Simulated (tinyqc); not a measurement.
## Thickness from the transmission

Inverse problem. A dielectric of barrier phi1 and mass m1 carries the voltage V, so U = phi1 - V x/t1. At E = 0 the WKB exponent is S = (4 t1/(3 V)) sqrt(m1/C) [phi1^1.5 - max(phi1 - V, 0)^1.5], C = hbar^2/(2 m0), and T = exp(-S). Find S, t1 and the field.

Inputs (values chosen for the exercise): barrier of layer 1 above the emitter Fermi level at zero bias phi1 = 2.12 eV; tunnelling mass of layer 1 m1 = 0.49 m0; voltage across the dielectric V = 1.6 V.

Constants: q = 1.602176634e-19 C, hbar = 1.054571817e-34 J s, m0 = 9.1093837015e-31 kg, hbar^2/(2 m0) = 0.0380998212 eV nm^2. Results are converted to the units shown.

T at E = 0 = 5.2549970e-6

Answer. At fixed V the exponent is proportional to t1.

S = 12.16
t1 = 1.500 nm
field = 10.67 MV/cm

Program tinyqc, `OMP_NUM_THREADS=1 python tinyqc.py 2540093 2540094 out.jsonl`; Intel Xeon 2.30GHz, shared host, one thread, about 0.03 s.
